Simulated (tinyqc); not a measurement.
Pillar capacitor in an array: capacitance, non-linearity, leakage and relaxation: charge lost after writing.

A film between two metal electrodes, each interface adding a series capacitance ci. The small-signal permittivity is ek (1 + aq E^2); the field is found with the linear permittivity. Leakage J = J0 sinh(E/Ef). After a voltage step the film passes a relaxation current kr C V tt^(-nr), tt being the time in seconds. The sidewall is a coaxial capacitor with radii a = dm/2 and b = dm/2 + t, depth AR dm; the end face is left out.

Planar film: Cf = eps0 ek/t, 1/C = 1/Cf + 2/ci, EOT = 3.9 eps0/C, effective permittivity C t/eps0, E = (V/t) C/Cf. A capacitor written for t0 and then left open loses, as a share of C V, kr (tt^(1 - nr) - t0^(1 - nr))/(1 - nr) by relaxation and J tt/(C V) by leakage; both are taken as small, and rows far outside that range are left out.

Parameters, values chosen for the exercise; permittivity of the order of that of titanium dioxide:
- ek = 85.2 (relative permittivity of the film)
- t = 14 nm (film thickness)
- ci = 1000 uF/cm^2 (capacitance of each electrode interface (dead layer and screening))
- aq = 0.032 cm^2/MV^2 (quadratic field coefficient of the permittivity)
- V = 2.4 V (bias)
- nr = 0.98 (exponent of the relaxation current)
- kr = 0.00012 (strength of the relaxation)
- J0 = 4.7e-11 A/cm^2 (leakage prefactor)
- Ef = 0.33 MV/cm (field for an e-fold rise of the leakage)
- t0 = 1e-7 s (duration of the write pulse)

Constants: eps0 = 8.8541878128e-14 F/cm where lengths are in cm. Results are converted to the units shown.

The same in every row: leakage current (nA/cm^2) = 4.009.

Result of one run:
```
relaxation current (nA/cm^2),loss by relaxation (%),loss by leakage (%),total loss (%)
14.66,0.1383,0.003134,0.1415
```

Which time since the start of the write pulse tt gave this result: 1e-6, 1e-5, 0.01, 0.1 or 100 s?

tt = 0.1 s.

The whole series:
```
tt (s),relaxation current (nA/cm^2),loss by relaxation (%),loss by leakage (%),total loss (%)
1e-6,1.165e6,0.02048,3.134e-8,0.02049
1e-5,1.220e5,0.04194,3.134e-7,0.04194
0.0001,1.277e4,0.06440,3.134e-6,0.06440
0.001,1337,0.08792,3.134e-5,0.08795
0.01,140.0,0.1125,3.134e-4,0.1129
0.1,14.66,0.1383,0.003134,0.1415
1,1.535,0.1653,0.03134,0.1967
10,0.1608,0.1936,0.3134,0.5070
100,0.01683,0.2232,3.134,3.357
```

The two currents are equal at tt = 0.376 s. The loss by relaxation grows from 0.0205 to 0.223 %, by 0.0215 points over the first decade and 0.0296 over the last, while the loss by leakage grows tenfold a decade. Leakage is the larger loss for tt = 10, 100 s. For tt = 100 the falling voltage would already cut the leakage, so the linear estimate overstates the loss.

Computed by the program tinyqc: `OMP_NUM_THREADS=1 python tinyqc.py 2102004 2102005 out.jsonl`, one thread of a shared Intel Xeon 2.30GHz, about 0.01 s for the whole run.
